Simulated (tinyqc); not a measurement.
Surface approximation against the full path: Rutherford backscattering from a thin compound film on silicon: kinematics, yields, composition and thickness. Computed by tinyqc, a small Python program. Command: `OMP_NUM_THREADS=1 python tinyqc.py 3017835 3017836 out.jsonl rbs walk`. One thread of a shared host (Intel(R) Xeon(R) Processor @ 2.30GHz), about 0.01 s of CPU time with the checks.

Singly charged helium ions (Z1 = 2, M1 = 4.0026 u) enter at the tilt angle a1 to the normal and leave at a2 = |180 - theta - tilt| in the same plane. The film is A B_x.

Inputs (values chosen for the exercise, modelled on a helium beam on NiSi):
```
quantity                                value           unit
beam energy E0                              2            MeV
scattering angle theta                    165        degrees
tilt of the sample                          0        degrees
heavy element: mass M_A                  58.7              u
heavy element: stopping eps_A at 2 MeV   74.4  1e-15 eV cm^2
light element: mass M_B                 28.09              u
light element: stopping eps_B at 2 MeV   49.8  1e-15 eV cm^2
atoms of B per atom of A, x              1.07              -
atomic density of the film               79.1         1/nm^3
film thickness d                           96             nm
detector resolution (FWHM)                 13            keV
```

Method:
- Kinematic factor K = [(sqrt(M^2 - M1^2 sin^2 theta) + M1 cos theta)/(M + M1)]^2.
- Surface edges lie at K E0; substrate silicon has M = 28.09 u. Mass resolution at M_A = resolution/(E0 dK/dM).
- Stopping per atom eps(E) = eps(2 MeV) (E/2 MeV)^(-0.4) (a law chosen for the exercise); Bragg rule eps_film = (eps_A + x eps_B)/(1 + x); areal density N d, with 1/nm^2 = 0.1 x 1e15/cm^2.
- Width of the signal of element i: [K_i eps(E0)/cos a1 + eps(K_i E0)/cos a2] N d; depth resolution = resolution x d/width of A; energy lost on the way in = eps(E0) N d/cos a1.
- Surface approximation as above. Full path: dE/ds = -eps(E) integrates to E^1.4 = E(start)^1.4 - 1.4 eps(2 MeV) 2000^0.4 s (keV), applied in (s = N d/cos a1), then K, then out (s = N d/cos a2); width = K E0 - exit energy. The last column is the error in thickness if the full width is read with the surface formula.

energy lost on the way in = 46.8404 keV

widths (keV): A 89.8012, B 87.4135

surface edges (keV): A 1529.01, B 1137.68, Si 1137.68

kinematic factors: A 0.764505, B 0.568838, Si 0.568838

Widths (keV):
```
d (nm)  A, surface  A, full  B, full  error (%)
5             4.68     4.68     4.56     0.0613
10            9.35     9.37     9.12     0.1228
20           18.71    18.75    18.27     0.2465
50           46.77    47.06    45.90     0.6233
100          93.54    94.73    92.59     1.2708
150         140.31   143.04   140.12     1.9445
200         187.09   192.04   188.59     2.6466
300         280.63   292.27   288.64     4.1466
```

What follows from these numbers?

The error grows roughly in proportion to thickness, from 0.06 % to 4.1 %, because the ion slows and the stopping rises along the path. The signals of A and B would overlap once the width of A exceeds the gap between the edges, 391 keV. Caution: the silicon signal of the film merges with that of the substrate, so only the width of A can be read directly.
